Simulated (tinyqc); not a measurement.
Worked calculation: six-band hole subbands of a thin body in a field. Values are carried at full precision from step to step, so a last printed digit may differ when a step is redone from the rounded ones.

Constants: hbar^2/2m0 = 3.80998211 eV angstrom^2.

Inputs chosen for the exercise (near those of a p-type Si channel; shifted at random, so the results belong to these values and not to a real crystal):

| symbol | value | unit | meaning |
|---|---|---|---|
| S | (7.73, -2.15, 12.4) | 1/TPa | compliances s11, s12, s44 |
| sx | 1 | GPa | stress along the channel [1-10], negative in compression |
| b | -2.11 | eV | tetragonal potential |
| d | -4.71 | eV | trigonal potential |
| g1 | 4.29 |  | Luttinger gamma1 |
| g2 | 0.34 |  | gamma2 |
| g3 | 1.45 |  | gamma3 |
| face | 111 |  | surface |
| Dso | 0.044 | eV | spin-orbit splitting |
| t | 75 | angstrom | body thickness |
| F | 0 | MV/cm | field across the body |
| kmax | 0.08 | 1/angstrom | end of the path |

## Strain and its block

exx = eyy = (s11 + s12) sx/2, ezz = s12 sx, exy = -s44 sx/4 (1 GPa/TPa = 1e-3). With e0 the traceless part, B_XX = 2b e0xx - b (e0yy + e0zz) and B_XY = sqrt(3) d exy.

strain:
```
           x          y          z
x   0.002790  -0.003100          0
y  -0.003100   0.002790          0
z          0          0  -0.002150
```

B (eV):
```
          X         Y        Z
X  -0.01042   0.02529        0
Y   0.02529  -0.01042        0
Z         0         0  0.02085
```

## Confinement masses without spin-orbit coupling

C(n n^T)/c has C_XX = (g1 + 4 g2) nx^2 + (g1 - 2 g2)(ny^2 + nz^2) and C_XY = 6 g3 nx ny, n the unit normal; its eigenvalues are the inverse masses along n.

C(n n^T)/c:
```
        X       Y       Z
X  4.2900  2.9000  2.9000
Y  2.9000  4.2900  2.9000
Z  2.9000  2.9000  4.2900
```

masses (m0): 0.7194  0.7194  0.0991

## The matrix for one sine at q = 0

Basis X, Y, Z times spin, hole energies counted downwards from the unstrained edge (the hydrostatic shift is left out), c = hbar^2/2m0. For a symmetric tensor T let C(T) have C_XX = L Txx + M (Tyy + Tzz), C_XY = N Txy (cyclic), L = c (g1 + 4 g2), M = c (g1 - 2 g2), N = 6 c g3. k = q + kz n, n the unit normal, q = k1 u + k2 v with u along the channel [1-10] and v = n x u. H = C(k k^T) + (Dso/3)(1 - L.sigma) - B + e F z with (L_k)_ij = -i epsilon_kij; B is the block C built from the traceless strain with 2b, -b and sqrt(3) d in place of L, M, N. Strain: exx = eyy = (s11 + s12) sx/2, ezz = s12 sx, exy = -s44 sx/4. Hard walls at z = 0 and t; basis sin(j pi z/t), j = 1 to Nz: kz^2 = (j pi/t)^2, kz = -i D with D_jl = 4 j l/(t (j^2 - l^2)), z_jj = t/2 and z_jl = -8 t j l/(pi (j^2 - l^2))^2 for j + l odd; 1 MV/cm = 0.01 eV/angstrom.

Nz = 1, in meV.

H (meV):
```
              X+            Y+      Z+            X-            Y-      Z-
X+         53.77  -5.90+14.67i   19.39             0             0  -14.67
Y+  -5.90-14.67i         53.77   19.39             0             0  14.67i
Z+         19.39         19.39   22.50         14.67       -14.67i       0
X-             0             0   14.67         53.77  -5.90-14.67i   19.39
Y-             0             0  14.67i  -5.90+14.67i         53.77   19.39
Z-        -14.67       -14.67i       0         19.39         19.39   22.50
```

## Its levels

Diagonalise; the levels come in pairs. Give each pair and its weights on X, Y, Z, summed over spin and averaged over the pair.

levels (meV): -0.57  47.66  82.95

weights:
```
   pair 1  pair 2  pair 3
X   0.164   0.438   0.398
Y   0.164   0.438   0.398
Z   0.671   0.125   0.204
```

## More sines

The four lowest pairs at q = 0.

Hole energies (meV):

| Nz | pair 1 | pair 2 | pair 3 | pair 4 |
|---|---|---|---|---|
| 1 | -0.57 | 47.66 | 82.95 | - |
| 2 | -0.57 | 28.77 | 47.66 | 82.95 |
| 4 | -0.57 | 28.77 | 47.66 | 75.52 |
| 8 | -0.57 | 28.77 | 47.66 | 75.52 |
| 16 | -0.57 | 28.77 | 47.66 | 75.52 |

One sine is exact for the top subband, since without a field nothing joins different j at q = 0. The second pair lies 29.3 meV deeper.

## Dispersion of the top subband

Nz = 14; the two lowest levels (spin-split where the field breaks inversion), in meV from their value at q = 0.

Energies (meV):

| \|q\| (1/angstrom) | u a | u b | v a | v b |
|---|---|---|---|---|
| 0.020 | 3.29 | 3.29 | 10.21 | 10.21 |
| 0.040 | 12.98 | 12.98 | 38.42 | 38.42 |
| 0.060 | 27.03 | 27.03 | 54.59 | 54.59 |
| 0.080 | 40.05 | 40.05 | 67.09 | 67.09 |

From the mean of each pair in the first row, c q^2/E gives 0.46 m0 along u and 0.15 m0 along v. Without a field each pair stays degenerate. These masses hold for the first row only: the band bends further out.

## Checks

- Top level at q = 0 on (001) without field and stress against c (g1 - 2 g2)(pi/t)^2, eV: both 0.02413.
- Hermiticity, and E(q) against E(-q): they agree to 1e-10 or better.

Program tinyqc; command `OMP_NUM_THREADS=1 python tinyqc.py 1281789 1281790 out.jsonl`; about 0.4 s on one thread of a shared Intel(R) Xeon(R) Processor @ 2.30GHz.
